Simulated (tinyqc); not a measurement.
Comparisons within one model: six-band hole subbands of a thin body in a field. A value that a table varies takes the place of the one given here.

Basis X, Y, Z times spin, hole energies counted downwards from the unstrained edge (the hydrostatic shift is left out), c = hbar^2/2m0. For a symmetric tensor T let C(T) have C_XX = L Txx + M (Tyy + Tzz), C_XY = N Txy (cyclic), L = c (g1 + 4 g2), M = c (g1 - 2 g2), N = 6 c g3. k = q + kz n, n the unit normal, q = k1 u + k2 v with u along the channel [1-10] and v = n x u. H = C(k k^T) + (Dso/3)(1 - L.sigma) - B + e F z with (L_k)_ij = -i epsilon_kij; B is the block C built from the traceless strain with 2b, -b and sqrt(3) d in place of L, M, N. Strain: exx = eyy = (s11 + s12) sx/2, ezz = s12 sx, exy = -s44 sx/4. Hard walls at z = 0 and t; basis sin(j pi z/t), j = 1 to Nz: kz^2 = (j pi/t)^2, kz = -i D with D_jl = 4 j l/(t (j^2 - l^2)), z_jj = t/2 and z_jl = -8 t j l/(pi (j^2 - l^2))^2 for j + l odd; 1 MV/cm = 0.01 eV/angstrom.

Nz = 14. E1 is the top subband at q = 0, gap the distance to the next pair, and the masses are c q^2/(E(q) - E1) at |q| = 0.02 1/angstrom (mean of the spin pair) along the channel [1-10] and across it in the plane; a dash marks a band that does not rise.

Constants: hbar^2/2m0 = 3.80998211 eV angstrom^2.

Values chosen for the exercise (near those of a p-type Si channel; shifted at random, so the results belong to these values and not to a real crystal):
- g1 = 4.28 (Luttinger gamma1)
- g2 = 0.34 (gamma2)
- g3 = 1.44 (gamma3)
- Dso = 0.043 eV (spin-orbit splitting)
- b = -2.07 eV (tetragonal potential)
- d = -4.72 eV (trigonal potential)
- S = (7.6, -2.12, 12.6) 1/TPa (compliances s11, s12, s44)
- face = 110 (surface)
- t = 75 angstrom (body thickness)
- F = 0.5 MV/cm (field across the body)
- sx = 0 GPa (stress along the channel [1-10], negative in compression)

## Stress along the channel

Each row has its own sx.

Results:
```
sx (GPa)  E1 (meV)  gap (meV)  m channel  m across
-3.0         -22.5       53.6      0.114     0.278
-2.0          13.1       53.5      0.114     0.278
-1.0          48.7       53.4      0.115     0.278
-0.5          66.4       53.3      0.115     0.278
0.0           84.0       52.9      0.116     0.279
0.5          101.5       50.9      0.117     0.279
1.0          118.4       35.8      0.121     0.281
```

What can be read from the table?

Under 2 GPa of compression the channel mass goes from 0.116 to 0.114 m0, the mass across from 0.279 to 0.278; the gap to the next subband is 54, 53 and 36 meV at -2, 0 and +1 GPa. The lightest channel mass of the table, 0.114 m0, is at -3.0 and -2.0 GPa. Compression changes the channel mass little here, since confinement on this face has already singled out the orbital that the stress favours.

## Surface orientation and number of bands

Three faces, six bands; and four bands, with Dso set to 1000 eV.

Results:
```
case           E1 (meV)  gap (meV)  m channel  m across
(001) 6 bands     163.7       13.8      0.428     0.428
(001) 4 bands     163.7       18.6      0.356     0.356
(110) 6 bands      84.0       52.9      0.116     0.279
(110) 4 bands     129.0       73.9      0.151     0.317
(111) 6 bands     119.5       25.8      0.282     0.284
(111) 4 bands     119.5       87.1      0.193     0.193
```

How do the results move?

With six bands the top subband is shallowest on (110) (84.0 meV) and deepest on (001). The lightest channel mass is on (110) (0.116 m0). Dropping the split-off band moves E1 by 0.0, 45.0 and 0.0 meV and the gap by 4.7, 21.0 and 61.4 meV on the three faces, with Dso = 43 meV.

## What each parameter does

Six bands. Each row changes one parameter from the base and keeps the others.

Results:
```
case             E1 (meV)  gap (meV)  m channel (m0)  m across (m0)
base                 84.0       52.9           0.116          0.279
t = 65 angstrom      84.0       52.9           0.116          0.279
F = 0.8 MV/cm       110.8       72.7           0.116          0.278
sx = -0.5 GPa        66.4       53.3           0.115          0.278
g3 = 1.34           101.7       64.7           0.121          0.279
g2 = 0.39            87.6       55.5           0.116          0.287
Dso = 0.065 eV       89.2       52.6           0.117          0.280
d = -3.78 eV         84.0       52.9           0.116          0.279
```

What does this show?

The largest shifts from the base row, up to three for each result and ties (the steps differ in size, so this ranks the rows, not the parameters). E1 (meV): F +26.8, g3 +17.7, sx -17.6; unchanged at the printed digits by t and d. gap (meV): F +19.8, g3 +11.8, g2 +2.6; unchanged at the printed digits by t and d. m channel (m0): g3 +0.005, Dso +0.001, sx -0.001; unchanged at the printed digits by t, F, g2 and d. m across (m0): g2 +0.008, Dso +0.001, F -0.000, sx -0.000; unchanged at the printed digits by t, g3 and d.

Computed by tinyqc, a small Python program: `OMP_NUM_THREADS=1 python tinyqc.py 1252304 1252305 out.jsonl` (the numbers bound the seed that draws the inputs); one thread of a shared host (Intel(R) Xeon(R) Processor @ 2.30GHz), about 0.3 s for the whole set of steps.
